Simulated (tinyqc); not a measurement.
Worked calculation: Pariser-Parr-Pople SCF with singles CI, for the molecule OC1=CC=CC=CC=C1 (SMILES; centres numbered as the heavy atoms are written). One step of it, computed by the program tinyqc.

Task: Iteration 2: orbitals and new P. Diagonalise F (the basis is taken as orthonormal) and form P = 2 sum c c over the lowest orbitals.

F (eV):
```
            1O         2C         3C         4C         5C         6C         7C         8C
1O  -12.300917  -3.443108   0.294677   0.255823  -0.051304  -0.185984  -0.051304   0.255823
2C   -3.443108  -5.324689  -3.908785  -0.410183   0.173590   0.360363   0.173590  -0.410183
3C    0.294677  -3.908785  -5.632562  -3.954630   0.445898   0.171658  -0.355692   0.065384
4C    0.255823  -0.410183  -3.954630  -5.258242  -4.100226  -0.446450   0.213242   0.308667
5C   -0.051304   0.173590   0.445898  -4.100226  -5.832287  -3.993295   0.391387   0.213242
6C   -0.185984   0.360363   0.171658  -0.446450  -3.993295  -5.483040  -3.993295  -0.446450
7C   -0.051304   0.173590  -0.355692   0.213242   0.391387  -3.993295  -5.832287  -4.100226
8C    0.255823  -0.410183   0.065384   0.308667   0.213242  -0.446450  -4.100226  -5.258242
9C    0.294677  -3.908785   0.578138   0.065384  -0.355692   0.171658   0.445898  -3.954630

           9C
1O   0.294677
2C  -3.908785
3C   0.578138
4C   0.065384
5C  -0.355692
6C   0.171658
7C   0.445898
8C  -3.954630
9C  -5.632562
```

pi electrons, sum of z_r less the charge = 10

Give: orbital energies; P after iteration 2.

Result:

orbital energies (eV): -14.3638  -12.8457  -11.3897  -10.5228  -7.0162  -3.6659  0.4046  0.5312  2.3134

P after iteration 2:
```
         1O       2C       3C       4C       5C       6C       7C       8C
1O   1.8444   0.4198  -0.1330  -0.1634   0.0326   0.1412   0.0326  -0.1634
2C   0.4198   0.7788   0.5429   0.2412  -0.0897  -0.2301  -0.0897   0.2412
3C  -0.1330   0.5429   1.2626   0.6337  -0.2621  -0.1395   0.2435  -0.0542
4C  -0.1634   0.2412   0.6337   0.8020   0.6016   0.2229  -0.1241  -0.2107
5C   0.0326  -0.0897  -0.2621   0.6016   1.2190   0.6134  -0.2476  -0.1241
6C   0.1412  -0.2301  -0.1395   0.2229   0.6134   0.8097   0.6134   0.2229
7C   0.0326  -0.0897   0.2435  -0.1241  -0.2476   0.6134   1.2190   0.6016
8C  -0.1634   0.2412  -0.0542  -0.2107  -0.1241   0.2229   0.6016   0.8020
9C  -0.1330   0.5429  -0.2582  -0.0542   0.2435  -0.1395  -0.2621   0.6337

         9C
1O  -0.1330
2C   0.5429
3C  -0.2582
4C  -0.0542
5C   0.2435
6C  -0.1395
7C  -0.2621
8C   0.6337
9C   1.2626
```
